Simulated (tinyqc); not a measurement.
A and C from the efficiency peak.

Inverse problem. ABC model of an LED: J = q da (A n + Ba n^2 + Ca n^3), IQE = Ba n^2/(A n + Ba n^2 + Ca n^3), differential lifetime 1/(A + 2 Ba n + 3 Ca n^2). The peak lies at n = sqrt(A/Ca). Given Ba, find n at the peak, A and Ca.

Inputs (values chosen for the exercise): radiative coefficient of the active layer Ba = 9.3e-10 cm^3/s; thickness of the active layer da = 40 nm.

Constants: q = 1.602176634e-19 C. Results are converted to the units shown.

peak IQE = 98.653177 %
J at the peak = 144.06570 A/cm^2

Solution. IQE J = q da Ba n^2 gives n. At the peak A n = Ca n^3, each being half of the non-radiative rate Ba n^2 (1/IQE - 1).

n at the peak = 4.883e17 cm^-3
A = 3.100e6 1/s
Ca = 1.300e-29 cm^6/s

Numbers from tinyqc (`OMP_NUM_THREADS=1 python tinyqc.py 2300146 2300147 out.jsonl`; about 0.01 s on one thread of a shared Intel Xeon 2.30GHz).
